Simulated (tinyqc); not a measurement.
# Octagonal on-chip spiral inductor, lumped pi model: two studies

Outer diameter do = di + 2 n wd + 2 (n - 1) sp, mean da = (do + di)/2, fill p = (do - di)/(do + di), length l = 3.314 n da. L = 2.25 mu0 n^2 da/(1 + 3.55 p), mu0 = 4 pi 1e-7 H/m. Rs = rho l/(wd delta (1 - exp(-th/delta))), delta = sqrt(rho/(pi f mu0)). Cs = n wd^2 eps0 eo/hu across the coil. At each end Cox = l wd eps0 eo/(2 ho) leads to the substrate branch Rsi = 2 rs he/(l wd) in parallel with Csi = l wd eps0 11.7/(2 he). With one end grounded Y = 1/(Rs + i w L) + i w Cs + 1/[1/(i w Cox) + 1/(1/Rsi + i w Csi)], w = 2 pi f; Q = -Im Y/Re Y. Eddy currents in neighbouring turns and in the substrate are left out.

Parameters, values chosen for the exercise; values of the order met in silicon radio-frequency processes:

| symbol | value | unit | meaning |
|---|---|---|---|
| n | 5.5 |  | number of turns |
| wd | 15 | um | line width |
| sp | 1.5 | um | space between turns |
| di | 80 | um | inner diameter |
| th | 2 | um | metal thickness |
| rho | 3 | uohm cm | metal resistivity |
| ho | 8.9 | um | oxide below the coil |
| hu | 0.8 | um | oxide between coil and underpass |
| eo | 4.1 |  | relative permittivity of the oxide |
| rs | 10 | ohm cm | substrate resistivity |
| he | 80 | um | effective spreading depth in the substrate |
| f | 2.5 | GHz | frequency |

Constants: eps0 = 8.8541878128e-12 F/m. Results are converted to the units shown.

Each table varies one quantity; the others keep the values above.

## Quality factor against frequency

Apparent inductance Im(1/Y)/w; share of the loss Re(substrate branch)/Re Y.

Results:
```
f (GHz)  Rs (ohm)  w L/Rs        Q  apparent inductance (nH)  loss in the substrate (%)
0.12       3.4888  1.0893   1.0884                    5.0406                  0.0013341
0.2        3.6124  1.7534   1.7505                    5.0442                  0.0071360
0.33       3.7723  2.7704   2.7591                    5.0541                   0.042967
0.53       3.9710  4.2268   4.1792                    5.0789                    0.25008
0.87       4.2456  6.4897   6.2432                    5.1474                     1.5712
1.4        4.5962  9.6465   8.3552                    5.3194                     8.2671
3.8        5.7643  20.878   4.4522                    7.1532                     68.282
6.2        6.6680  29.446  0.91374                    9.1239                     87.669
```

Estimate the missing row, f = 2.3 GHz.

Computed row:
```
f (GHz)  Rs (ohm)  w L/Rs       Q  apparent inductance (nH)  loss in the substrate (%)
2.3        5.0872  14.318  8.3028                    5.7926                     32.719
```

With this row back in the table: Q goes from 1.09 through a maximum of 8.36 (at f = 1.4 GHz among the rows listed) to 0.914; the exact peak is 8.85 at 1.81 GHz and Q reaches zero at the self-resonance, 7.33 GHz. The share of the substrate rises from 0.00133 to 87.7 %, and the apparent inductance ends at 1.81 times L. At the peak the substrate takes 18.1 % of the loss.

## Effect of the substrate resistivity

Same model as above.

Peak Q and its frequency from a search over f; self-resonance where Im Y = 0; Q at the given f (negative beyond resonance).

The same in every row: L (nH) = 5.040; do (um) = 258.5.

Results:
```
rs (ohm cm)  peak Q  f of the peak (GHz)  self-resonance (GHz)  Q at f
0.1           12.57                2.926                 5.775   12.28
1             11.36                2.491                 5.808   11.36
3             10.17                2.129                 6.062   9.837
10            8.851                1.812                 7.330   7.851
100           11.79                3.082                 7.970   11.47
1000          15.51                3.950                 7.978   13.49
10000         16.15                4.087                 7.978   13.74
```

Estimate the missing row, rs = 30 ohm cm.

Computed row:
```
rs (ohm cm)  peak Q  f of the peak (GHz)  self-resonance (GHz)  Q at f
30            8.912                2.111                 7.893   8.751
```

With this row back in the table: As rs goes from 0.1 to 10000, L stays at 5.04 nH, the peak Q goes from 12.6 through a minimum of 8.85 (at rs = 10 among the rows listed) to 16.1, its frequency goes from 2.93 through a minimum of 1.81 (at rs = 10 among the rows listed) to 4.09 GHz and the self-resonance rises from 5.77 to 7.98 GHz. In this model both a very low and a very high resistivity dissipate little: the first shorts the branch to a pure Cox, the second blocks the current. For rs = 0.1, 1 eddy currents in the substrate, left out, would lower Q markedly.

Numbers from tinyqc (`OMP_NUM_THREADS=1 python tinyqc.py 2302203 2302204 out.jsonl`; about 0.01 s on one thread of a shared Intel Xeon 2.30GHz).
